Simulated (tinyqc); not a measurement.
From one set of inputs to another, one input at a time: oxide trap near a transistor channel: two-state multiphonon kinetics, telegraph noise and bias instability. Computed by tinyqc, a small Python program. Command: `OMP_NUM_THREADS=1 python tinyqc.py 3012496 3012497 out.jsonl oxidetrap ladder`. One thread of a shared host (Intel(R) Xeon(R) Processor @ 2.30GHz), about 0.01 s of CPU time with the checks.

An n-channel device under positive gate bias. The trap is empty (state 1) or holds an electron (state 2); both states are parabolas of equal curvature, and the electron reservoir is taken at the Fermi level of the channel.

The inputs printed are set A. Inputs not listed in the table keep their values of set A, so the rows need not describe a real material.

Inputs (values chosen for the exercise, with an insulator like Si3N4 on silicon):
```
quantity                                value   unit
insulator constant eps_ox                7.25      -
insulator thickness t_ox                  2.1     nm
trap depth x from the interface          0.62     nm
tunnel barrier phi_b                     2.11     eV
tunnelling mass m_ox                     0.36    m_0
trap level above E_F at zero field E_t    0.5     eV
relaxation energy E_R                     2.5     eV
oxide field F                               5  MV/cm
attempt rate k_0 at the interface       1e+11    1/s
temperature T                             250      K
channel width W                           200     nm
channel length L                           56     nm
frequency f                                20     Hz
stress time t_s                         0.002      s
mean capture barrier mu_c                 1.6     eV
spread of the barriers s_c               0.27     eV
saturation shift dV_max                   140     mV
```

Parts treated: one trap and an ensemble.

Constants: hbar^2/(2 m_0) = 3.80998212 eV angstrom^2; k_B = 8.617333262e-05 eV/K; e = 1.602176634e-19 C; eps_0 = 8.8541878128e-12 F/m.

Method:
- kappa = sqrt(2 m_ox phi_b)/hbar = sqrt(m_ox phi_b/(hbar^2/2m_0)); attenuation length lambda = 1/(2 kappa); factor exp(-x/lambda) for a rectangular barrier.
- E_21 = E_t - e F x is the energy of state 2 over state 1; barriers E_c = (E_R + E_21)^2/(4 E_R), E_e = E_c - E_21; tau_c = exp(E_c/k_B T)/(k_0 P), tau_e = exp(E_e/k_B T)/(k_0 P), P the tunnelling factor; occupation f_2 = tau_e/(tau_c + tau_e); 1/tau_0 = 1/tau_c + 1/tau_e.
- Charge-sheet step dV = e (t_ox - x)/(eps_ox eps_0 W L); Lorentzian spectrum S(f) = 4 dV^2 tau_0^2/((tau_c + tau_e)(1 + (2 pi f tau_0)^2)); corner 1/(2 pi tau_0); variance dV^2 f_2 (1 - f_2) = dV^2 tau_0/(tau_c + tau_e).
- For a normal spread of capture barriers (given for the stress field, with depth and field not resolved, k_0 being taken as the effective rate of the ensemble), traps with barrier below k_B T ln(k_0 t) are filled: dV(t) = (dV_max/2) erfc((mu_c - k_B T ln(k_0 t))/(sqrt(2) s_c)); local exponent n = d ln dV/d ln t (central difference, factor 1.01 in t).

Each row keeps all changes above it:
```
input moved                                  from    to  capture time tau_c (s)  corner frequency (Hz)  shift after t_s (mV)
set A                                           -     -              9.8153e+05             1.0970e-03            7.5486e-04
tunnelling mass m_ox (m_0)                   0.36  0.44              1.7607e+06             6.1155e-04            7.5486e-04
temperature T (K)                             250   200              7.8076e+09             1.2505e-06            1.7697e-04
spread of the barriers s_c (eV)              0.27  0.25              7.8076e+09             1.2505e-06            2.6100e-05
trap level above E_F at zero field E_t (eV)   0.5  0.68              2.5967e+12             1.2912e-04            2.6100e-05
insulator thickness t_ox (nm)                 2.1   5.8              2.5967e+12             1.2912e-04            2.6100e-05
oxide field F (MV/cm)                           5   2.4              6.4793e+14             5.9696e-03            2.6100e-05
tunnel barrier phi_b (eV)                    2.11  3.11              2.4020e+15             1.6103e-03            2.6100e-05
```

Which inputs carry the difference?

Capture time tau_c goes from 982000 to 2.40e15, a factor 2.45e9 in all. The largest single move comes from temperature T (a factor 4430). Corner frequency goes from 0.00110 to 0.00161, a factor 1.47 in all. The largest single move comes from temperature T (a factor 0.00204), but it runs against the net change; the largest move in the direction of the net change is trap level above E_F at zero field E_t (a factor 103). Shift after t_s goes from 7.55e-4 to 2.61e-5, a factor 0.0346 in all. The largest single move comes from spread of the barriers s_c (a factor 0.147). The single moves hold for this order of the switches; the total does not depend on the order.

Caution (all rows): at this temperature nuclear tunnelling through such barriers shortens the times below these classical values. Caution (all rows): the shift after t_s is too small to measure: the filling front has hardly reached the barriers.

Extremes, crossings and ranges named in words are read from the listed rows.
